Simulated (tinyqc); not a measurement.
Stark shift: graded (staircase) quantum well by finite differences.

Finite differences on points z_i at the centres of cells of width h: H_ii = (c/h^2)(1/m_(i-1/2) + 1/m_(i+1/2)) + V_i, H_(i,i+1) = -(c/h^2)/m_(i+1/2), where m_(i+1/2) is the mean of the masses at the two points (the end values are repeated outwards), psi = 0 on the points beyond both ends, c = hbar^2/2m0. The field adds e F (z - z0) with z0 the middle of the structure; 1 kV/cm = 1e-5 eV/angstrom.

Constants: hbar^2/2m0 = 3.80998211 eV angstrom^2.

Values chosen for the exercise (out of a larger set: near those of an InGaAs well in InAlAs; not measured data):
- layers = ((76, 0.541, 0.0771), (19, 0.24, 0.0576), (19, 0.06, 0.0459), (19, 0, 0.042), (19, 0.06, 0.0459), (19, 0.24, 0.0576), (76, 0.541, 0.0771)) (each layer: thickness in angstrom, band edge in eV, mass in m0)
- hf = 1.1875 angstrom (cell width of the fine grid)
- Fs = (0, 16.7, 33.3, 50, 66.7, 83.3, 100) kV/cm (fields)

Fine grid. Perturbation theory: dE1 = e F z_11 - beta (e F)^2 with beta = sum_j z_1j^2/(E_j - E_1) over the 13 next levels at zero field, z from z0.

Levels against field:

| F (kV/cm) | E1 (eV) | E2 (eV) | dE1 (meV) | second order (meV) | <z - z0> (angstrom) | E2 - E1 (meV) |
|---|---|---|---|---|---|---|
| 0 | 0.1145 | 0.3441 | 0.00 | 0.00 | 0.0 | 229.6 |
| 16.7 | 0.1145 | 0.3440 | -0.04 | -0.04 | -0.5 | 229.6 |
| 33.3 | 0.1143 | 0.3438 | -0.17 | -0.17 | -1.0 | 229.5 |
| 66.7 | 0.1138 | 0.3430 | -0.70 | -0.70 | -2.1 | 229.2 |
| 83.3 | 0.1134 | 0.3424 | -1.09 | -1.09 | -2.6 | 229.0 |
| 100 | 0.1129 | 0.3417 | -1.57 | -1.57 | -3.1 | 228.7 |

Give the missing row, F (kV/cm) = 50.0.

Computed row:
```
F (kV/cm)  E1 (eV)  E2 (eV)  dE1 (meV)  second order (meV)  <z - z0> (angstrom)  E2 - E1 (meV)
50.0        0.1141   0.3435      -0.39               -0.39                 -1.6          229.4
```

z_11 = 0.00 angstrom
beta = 1566 angstrom^2/eV

At zero field the state is centred, so the shift starts as F^2; it turns linear only if the state is pulled to one side. At 100 kV/cm E1 has moved by -1.57 meV, where second order gives -1.57 meV; they differ by 0.1 % there. The electron moves by -3.1 angstrom, against the rise of the potential. E2 - E1 shrinks with the field; the ends are 229.6 and 228.7 meV.

Program tinyqc; command `OMP_NUM_THREADS=1 python tinyqc.py 1282422 1282423 out.jsonl`; about 0.02 s on one thread of a shared Intel(R) Xeon(R) Processor @ 2.30GHz.
